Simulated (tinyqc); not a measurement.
Electron continuity equation in a given potential, Scharfetter-Gummel discretisation: two steps of the calculation.

Steady state in one dimension: J = q mu n E + q D dn/dx with E = -dpsi/dx and D = mu Vt, dJ/dx = q (n/tau - G), fixed densities nL and nR at the ends. The potential is given, psi = U x/L - Ub exp(-((x/L - xb)/sb)^2), and is not changed by the electrons.

Inputs (values chosen for the exercise); mobility close to that of silicon at room temperature: temperature T = 300 K; electron mobility mu = 1330 cm^2/(V s); length of the region L = 0.47 um; density at x = 0 nL = 3.9e12 cm^-3; density at x = L nR = 2e13 cm^-3.

Constants: q = 1.602176634e-19 C, kB = 1.380649e-23 J/K, Vt = kB T/q. Results are converted to the units shown.

Task 1. Bernoulli factors. d_i = (psi_(i+1) - psi_i)/Vt; B(d) = d/(exp(d) - 1), B(0) = 1. The flux on interval i is J_i = (q D/h) [n_(i+1) B(d_i) - n_i B(-d_i)].

psi, node 0 to 11 (V): [0.000000000, 0.005090909, 0.010181099, 0.015010736, 0.007968466, -0.050752058, -0.030339204, 0.029315181, 0.040641989, 0.045818032, 0.050909091, 0.056000000]

Find: d_i; B(d_i); B(-d_i).

Result 1.

```
interval      d_i   B(d_i)  B(-d_i)
0          0.1969  0.90477   1.1017
1          0.1969  0.90478   1.1017
2          0.1868  0.90950   1.0963
3         -0.2724   1.1424  0.86997
4         -2.2714   2.5327  0.26129
5          0.7896  0.65662   1.4462
6          2.3075  0.25499   2.5625
7          0.4381  0.79688   1.2350
8          0.2002  0.90323   1.1034
9          0.1969  0.90476   1.1017
10         0.1969  0.90477   1.1017
```

The largest |d_i| is 2.31, above 2, where central differences lose the sign pattern that keeps densities positive.

Task 2. Densities and current. B(d) = d/(exp(d) - 1) with d_i = (psi_(i+1) - psi_i)/Vt; b and f are the diagonal and right side of the balance equations. Solve B(-d_(i-1)) n_(i-1) + b_i n_i + B(d_i) n_(i+1) = f_i (end values already in f), then J_i = (q D/h) [n_(i+1) B(d_i) - n_i B(-d_i)], h = L/11, D = mu Vt.

```
interval      B(d_i)     B(-d_i)
0         0.90476697   1.1016921
1         0.90477996   1.1016773
2         0.90949740   1.0963161
3          1.1423797  0.86997259
4          2.5327012  0.26128986
5         0.65662204   1.4462265
6         0.25498696   2.5625216
7         0.79687606   1.2350166
8         0.90322924   1.1034475
9         0.90476426   1.1016952
10        0.90476696   1.1016921
```

```
node  diagonal b  right side f (cm^-3)
1     -2.0285677         -4.3146520e12
2     -2.0232195         -1.8052755e10
3     -1.8015935         -1.8052755e10
4     -1.4257931         -1.8052755e10
5     -4.0010511         -1.8052755e10
6     -3.2412671         -1.8052755e10
7     -1.5121270         -1.8052755e10
8     -1.9224471         -1.8052755e10
9     -2.0270479         -1.8052755e10
10    -2.0285799         -1.8113392e13
```

Wanted: n; J.

Result 2.

n, node 0 to 11 (cm^-3): [3.9000e12, 4.2705e12, 4.8060e12, 5.4984e12, 4.0433e12, 3.8037e11, 6.8129e11, 6.4321e12, 9.9918e12, 1.2452e13, 1.5692e13, 2.0000e13]
J, interval 0 to 10 (A/cm^2): [-0.5580, -0.4595, -0.3457, -0.2121, -0.1200, -0.1325, -0.1363, 0.0239, 0.2856, 0.6175, 1.0418]

Range of the model: The drift velocity mu E exceeds 1e7 cm/s somewhere, where real mobilities no longer stay constant.

Program tinyqc, `OMP_NUM_THREADS=1 python tinyqc.py 2220117 2220118 out.jsonl`; Intel Xeon 2.30GHz, shared host, one thread, about 0.01 s.
